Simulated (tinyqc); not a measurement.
Scan in temperature at fixed frequency: admittance spectroscopy and thermally stimulated current of one trap level in a depletion layer. Computed by tinyqc, a small Python program. Command: `OMP_NUM_THREADS=1 python tinyqc.py 3110838 3110839 out.jsonl admit walk`. One thread of a shared host (Intel(R) Xeon(R) Processor @ 2.30GHz), about 0.01 s of CPU time with the checks.

A Schottky junction on n-type material holds one donor-like electron trap; shallow donors are fully ionised and abrupt depletion edges are assumed.

Inputs (values chosen for the exercise, modelled on n-type germanium): dielectric constant eps = 16.2; density-of-states mass m = 0.528 m_0; shallow doping N = 1e+15 1/cm^3; trap density N_t = 2.4e+13 1/cm^3; trap depth E_t below the band = 0.285 eV; capture cross section sigma = 3.3e-15 cm^2; band bending V_b = 0.43 V; test frequency f = 200 Hz.

Constants: k_B = 1.380649e-23 J/K; m_0 = 9.1093837015e-31 kg; h = 6.62607015e-34 J s; k_B = 8.617333262e-05 eV/K; eps_0 = 8.8541878128e-12 F/m; e = 1.602176634e-19 C.

Method:
- N_c = 2 (2 pi m k_B T/h^2)^(3/2), v_th = sqrt(3 k_B T/m), emission rate e_n = sigma v_th N_c exp(-E_t/(k_B T)).
- Where the level crosses the Fermi level capture equals emission, so the trap follows the signal with the rate 2 e_n; G/omega peaks at omega = 2 e_n (the correction for large N_t/N is left out).
- Solve 2 e_n(T_p) = 2 pi f.
- With E_c - E_F = k_B T_p ln(N_c/N): lambda = sqrt(2 eps eps_0 (E_t - (E_c - E_F))/(e^2 N)); traps are empty and charged for x < x_t = w - lambda, and V_b = e (N w^2 + N_t x_t^2)/(2 eps eps_0). High frequency: C_hf = eps eps_0/w. Low frequency: C_lf = eps eps_0 (N + N_t)/(N w + N_t x_t).
- With x = omega/(2 e_n): C = C_hf + (C_lf - C_hf)/(1 + x^2), G/omega = (C_lf - C_hf) x/(1 + x^2); C_hf and C_lf are held at their values at T_p.

peak temperature T_p = 170.594 K

C_hf = 16.3759 nF/cm^2

C_lf = 16.6158 nF/cm^2

Admittance:
```
T (K)  omega/(2 e_n)  C (nF/cm^2)  G/omega (nF/cm^2)
150.1         18.227       16.377            0.01312
156.9          6.420       16.382            0.03648
162.1          3.059       16.399            0.07086
167.2          1.543       16.447            0.10949
170.6          0.999       16.496            0.11995
174.0          0.658       16.543            0.11014
179.1          0.361       16.588            0.07667
185.9          0.171       16.609            0.03978
194.5          0.071       16.615            0.01695
```

What follows from these numbers?

The peak of G/omega is half the step, 0.120 nF/cm^2. Its full width is near 2 ln(2 + sqrt3) k_B T_p^2/(E_t + 2 k_B T_p) = 21.0 K.

Extremes, crossings and ranges named in words are read from the listed rows.
